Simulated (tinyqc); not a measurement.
Inside a calculation. Method: extended Hueckel theory, for BeH2-. The parameters take no account of the charge, which enters only through the electron count, and nothing here shows that the anion is bound. One step of it, computed by the program tinyqc.

Problem. Wolfsberg-Helmholz matrix. H_ij = K' S_ij (H_ii + H_jj)/2 for i != j (the diagonal keeps H_ii), with K' = K + D^2 + D^4 (1 - K), D = (H_ii - H_jj)/(H_ii + H_jj), K = 1.75.

overlap S, order 1Be 2s, 1Be 2px, 1Be 2py, 1Be 2pz, 2H 1s, 3H 1s:
$$\begin{pmatrix}
1.000000 & 0.000000 & 0.000000 & 0.000000 & 0.489294 & 0.489294 \\
0.000000 & 1.000000 & 0.000000 & 0.000000 & 0.000000 & 0.000000 \\
0.000000 & 0.000000 & 1.000000 & 0.000000 & 0.560902 & -0.560902 \\
0.000000 & 0.000000 & 0.000000 & 1.000000 & 0.047658 & 0.047658 \\
0.489294 & 0.000000 & 0.560902 & 0.047658 & 1.000000 & 0.046622 \\
0.489294 & 0.000000 & -0.560902 & 0.047658 & 0.046622 & 1.000000
\end{pmatrix}$$

diagonal H_ii (eV): 1Be 2s -10.000000, 1Be 2px -6.000000, 1Be 2py -6.000000, 1Be 2pz -6.000000, 2H 1s -13.600000, 3H 1s -13.600000

K = 1.750000

Give: H.

Solution.

H (eV), order 1Be 2s, 1Be 2px, 1Be 2py, 1Be 2pz, 2H 1s, 3H 1s:
$$\begin{pmatrix}
-10.0000 & 0.0000 & 0.0000 & 0.0000 & -10.2359 & -10.2359 \\
0.0000 & -6.0000 & 0.0000 & 0.0000 & 0.0000 & 0.0000 \\
0.0000 & 0.0000 & -6.0000 & 0.0000 & -10.3527 & 10.3527 \\
0.0000 & 0.0000 & 0.0000 & -6.0000 & -0.8796 & -0.8796 \\
-10.2359 & 0.0000 & -10.3527 & -0.8796 & -13.6000 & -1.1096 \\
-10.2359 & 0.0000 & 10.3527 & -0.8796 & -1.1096 & -13.6000
\end{pmatrix}$$
